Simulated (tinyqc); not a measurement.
# From splitting back to coupling g

Model: Holstein polaron on two sites. Computed by tinyqc, a small Python program. Command: `OMP_NUM_THREADS=1 python tinyqc.py 3030460 3030461 out.jsonl holstein inv`. One thread of a shared host (Intel(R) Xeon(R) Processor @ 2.30GHz), about 0.05 s of CPU time with the checks.

One electron on sites 1 and 2: H = -t (c1+ c2 + c2+ c1) + hbar omega sum_i b_i+ b_i - g hbar omega sum_i n_i (b_i + b_i+). The symmetric phonon shifts the energy by -g^2 hbar omega/2 and drops out; with b = (b_1 - b_2)/sqrt(2) there remains H = -t sigma_x + hbar omega b+ b - (g hbar omega/sqrt(2)) sigma_z (b + b+). Parity splits it into blocks p = +1 and -1 over phonon numbers n. Zero-point energies are left out. Weights Z refer to mode b alone; the displaced symmetric mode multiplies the full zero-phonon weight by exp(-g^2/2).

Inputs (values chosen for the exercise, for a model dimer): hopping t = 2.2 meV; phonon energy hbar omega = 25.2 meV.

Method. Block p: H_nn = n hbar omega - p t (-1)^n - g^2 hbar omega/2, H_(n,n+1) = -(g hbar omega/sqrt(2)) sqrt(n + 1). Use 60 levels in both blocks; Z = c_0^2 is the weight of n = 0 in the ground state c; the splitting is the lowest odd level less the lowest even one, which without coupling is the smaller of 2t and hbar omega; <sigma_x> = sum (-1)^n c_n^2 measures the kinetic energy.

Problem. A run gave the result below. Find the coupling g, known to lie between 0.43 and 1.6.

splitting = 2.155762 meV

Solution.

Each step takes the trial c = (a f_b - b f_a)/(f_b - f_a), f being the result less the target and a, b, c the logarithms of the listed values; c replaces end b, the old b replaces a if the sign of f changed, and otherwise f_a is halved.

Scan of the range:
```
coupling g  splitting (meV)
0.430               3.64287
0.535               3.28862
0.666               2.80838
0.829               2.20217
1.030               1.51841
1.290               0.83295
1.600               0.34070
```

False position (Illinois rule, in the logarithm of the input) inside the bracket:
```
step    end a    end b     trial  splitting (meV)
1     0.82900  1.03000  0.841305          2.15755
2     1.03000  0.84130  0.841782          2.15583
3     1.03000  0.84178  0.841817          2.15570
4     0.84178  0.84182  0.841800          2.15576
```

Splitting falls at every point of a 13-point scan of the range (every second point is shown), so one value fits; it is bracketed by 0.829 and 1.03. Answer: coupling g = 0.8418.
